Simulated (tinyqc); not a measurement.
Raman line shape of confined optical phonons and breathing modes of small crystals. Changing the natural width Gamma_0. Computed by tinyqc, a small Python program. Command: `OMP_NUM_THREADS=1 python tinyqc.py 3028855 3028856 out.jsonl confine sweep`. One thread of a shared host (Intel(R) Xeon(R) Processor @ 2.30GHz), about 0.04 s of CPU time with the checks.

Confinement in 3 direction(s) lets phonons with q away from zero scatter light. q is in units of 2 pi/a, from 0 to 1, and the branch is isotropic: omega(q)^2 = (omega_0^2 + omega_X^2)/2 + ((omega_0^2 - omega_X^2)/2) cos(pi q). The model and its constant beta are phenomenological; beta = 8 is the common choice.

Inputs (values chosen for the exercise, modelled on silicon): bulk frequency omega_0 = 520.2 1/cm; frequency at the zone boundary omega_X = 417 1/cm; lattice constant a = 5.431 angstrom; size L = 5.2 nm; confinement constant beta = 3; probe offset omega - omega_0 = -8.3 1/cm.

Shape: sphere.

Method:
- Weight W(q) = q^2 exp(-(2 L q/a)^2/(2 beta)) dq, that is exp(-k^2 L^2/(2 beta pi^2)) for k = 2 pi q/a.
- I(omega) = int W(q) / [(omega - omega(q))^2 + (Gamma_0/2)^2] dq / int W dq x (Gamma_0/2)^2, by 400 Gauss-Legendre points on 0 < q < min(1, 2.5 a sqrt(2 beta)/L).
- Bulk Lorentzian 1/(1 + (2 offset/Gamma)^2); mean shift = weighted mean of omega(q) less the bulk frequency.
- The peak is the maximum of I; the width is taken between the half-maximum points, and the asymmetry is the low-side half-width over the high-side one.

One run for each value:
```
natural width Gamma_0 (1/cm)  peak shift (1/cm)  asymmetry  full width (1/cm)  mean shift, from the weights (1/cm)
0.8                                     -2.2366     2.6187             7.2825                               -5.491
1.2                                     -2.3767     2.4627             7.5846                               -5.491
1.8                                     -2.5640     2.2647             8.0531                               -5.491
2.7                                     -2.8056     2.0362             8.7744                               -5.491
4.1                                     -3.1146     1.7910             9.9195                               -5.491
6.2                                     -3.4754     1.5632            11.6690                               -5.491
9.3                                     -3.8663     1.3731            14.3050                               -5.491
14.0                                    -4.2697     1.2246            18.3990                               -5.491
```

What does the table show, and why?

Over the rows, peak shift (1/cm) falls from -2.24 to -4.27 (exponent d ln y / d ln x 0.15 between the first rows and 0.24 between the last); asymmetry falls from 2.62 to 1.22 (exponent d ln y / d ln x -0.15 between the first rows and -0.28 between the last); full width (1/cm) rises from 7.28 to 18.4 (exponent d ln y / d ln x 0.10 between the first rows and 0.62 between the last). A broad natural line averages over the spread of omega(q): the peak moves towards the mean shift and the asymmetry fades.

Extremes, crossings and ranges named in words are read from the listed rows.
